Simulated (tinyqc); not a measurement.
# Offset from the accumulated charge

Inverse problem. Layer 1 (x < 0) accumulates electrons and layer 2 (x > 0) is depleted. Boltzmann statistics. Sheet densities from the first integral: Q1 = sqrt((2 eps0 eps_r Vt N1/q)(exp(u1) - u1 - 1)) extra electrons, Q2 = sqrt((2 eps0 eps_r Vt N2/q)(exp(-u2) + u2 - 1)) missing ones, u = V/Vt; neutrality Q1 = Q2 + si. V1 + V2 = dE + Vt ln[(N2/Nc2)/(N1/Nc1)]. Find V1, V2 and dE.

Values chosen for this exercise; values of the order of III-V alloys: temperature T = 200 K; relative permittivity of both layers eps_r = 11.5; density of states of the narrow-gap layer 1 Nc1 = 7.1e17 cm^-3; density of states of the wide-gap layer 2 Nc2 = 9.8e17 cm^-3; donor density in layer 1 N1 = 5.1e15 cm^-3; donor density in layer 2 N2 = 8.6e16 cm^-3; fixed charge at the interface si = 0 cm^-2.

Constants: q = 1.602176634e-19 C, kB = 1.380649e-23 J/K, Vt = kB T/q, eps0 = 8.8541878128e-14 F/cm where lengths are in cm. Results are converted to the units shown.

Q1 = 3.5272394e11 cm^-2

Answer. Each sheet density rises steadily with its bending, so Q1 fixes V1 and Q2 = Q1 - si fixes V2.

V1 = 0.0821 V
V2 = 0.131 V
dE = 0.170 eV

tinyqc, about 0.09 s, one thread, Intel Xeon 2.30GHz (shared host): `OMP_NUM_THREADS=1 python tinyqc.py 2410010 2410011 out.jsonl`
